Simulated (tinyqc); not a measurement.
Binding against well width: donor or exciton in a quantum well (variational effective-mass method). Computed by tinyqc, a small Python program. Command: `OMP_NUM_THREADS=1 python tinyqc.py 3026036 3026037 out.jsonl welldonor walk`. One thread of a shared host (Intel(R) Xeon(R) Processor @ 2.30GHz), about 0.02 s of CPU time with the checks.

Electron and hole in their lowest subbands f(z) = cos(pi z/L); relative in-plane motion exp(-rho/lambda) (separable trial function), H = -nabla_rho^2 - 2/sqrt(rho^2 + (z_e - z_h)^2) in effective units. Mass and screening are the same in well and barrier; l = L/a* is the width in effective units. Bands are flat: no polarisation or applied field.

Inputs (values chosen for the exercise, modelled on ZnO): electron mass m = 0.262 m_0; dielectric constant eps = 8.56; well width L = 1.6 nm; in-plane hole mass m_h = 0.251 m_0.

Centre: exciton. Barriers: infinite.

Constants: Ry = 13.605693123 eV; a_0 = 0.529177210903 angstrom; hbar^2/(2 m_0) = 3.80998212 eV angstrom^2.

Method:
- mu = m m_h/(m + m_h) takes the place of m; Ry* = Ry m/eps^2, a* = a_0 eps/m; l = L/a*.
- k = pi/l; f = cos(k z) inside and zero outside.
- Binding E_b(lambda) = -1/lambda^2 + (8/lambda^2) int_0^l P(z) g(z) dz, with P(z) = (2/l) [(1 - z/l)(1 + cos(2 pi z/l)/2) + (3/(4 pi)) sin(2 pi z/l)] the distribution of |z_e - z_h| and g(z) = int_z^infinity exp(-2 sqrt(r^2 - z^2)/lambda) dr = int_0^infinity exp(-2 rho/lambda) rho/sqrt(rho^2 + z^2) d rho; 40 Gauss-Legendre points in z and 40 in t with rho = lambda t/(1 - t).
- Each row maximises over lambda (golden section, 0.3 to 4).

a* = 3.53360 nm

Ry* = 23.8030 meV

Against width:
```
L (nm)  lambda (a*)  binding (Ry*)  binding (meV)
0.88        0.63819         3.0584         72.799
1.60        0.71692         2.6617         63.355
2.90        0.83035         2.2172         52.776
5.10        0.98130         1.7866         42.526
```

The binding is largest in the narrowest well, 3.058 Ry* at 0.88 nm, on the way to 4. In the widest well it is 1.787 Ry*. In the narrow rows the confinement energy passes real barrier heights: infinite walls and a parabolic band fail, and with real barriers the binding peaks and falls. Caution: so narrow a well has large confinement energy, where non-parabolicity and barrier penetration matter.

Extremes, crossings and ranges named in words are read from the listed rows.
